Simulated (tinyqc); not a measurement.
Chemical vapour deposition: Grove model, boundary layer, depletion and step coverage: one step, computed by the program tinyqc.

A precursor diffuses to the surface and reacts there at first order; each molecule that reacts adds one formula unit of film.

Problem. Uniformity across a wafer. Between two wafers the gas diffuses inward and reacts on both faces: (D/r) d/dr (r dC/dr) = 2 k_s C/s, so C(r)/C_g = I0(phi r/R)/I0(phi) with phi^2 = 2 k_s R^2/(s D); G(r) = k_s C(r)/N, 1 cm/s = 6e8 nm/min; the mean over the wafer is eta = 2 I1(phi)/(phi I0(phi)).

Inputs (values chosen for the exercise, close to those used for silicon dioxide from an alkoxysilane):
```
quantity,value,unit
temperature T,670,C
film density N,2.2e+22,formula units/cm^3
wafer radius R,15,cm
wafer spacing s,0.94,cm
```

Reactor: wafer stack, low pressure.

surface rate constant k_s = 0.1113783 cm/s

gas diffusivity D = 15028.07 cm^2/s

precursor density C_g = 1.766147e+14 1/cm^3

Give: Thiele modulus phi; growth rate G at the edge; rate at the centre over rate at the edge; effectiveness eta.

Solution.

Thiele modulus phi = 0.05956

growth rate G at the edge = 0.5365 nm/min

rate at the centre over rate at the edge = 0.9991

effectiveness eta = 0.9996

The centre lags the edge by 0.089 %; for small phi the lag is phi^2/4 = 0.089 %. Caution: the mean free path 3D/c is comparable with or larger than the wafer spacing, where wall collisions cap D near (2s) c/3 and the lag is larger than computed.
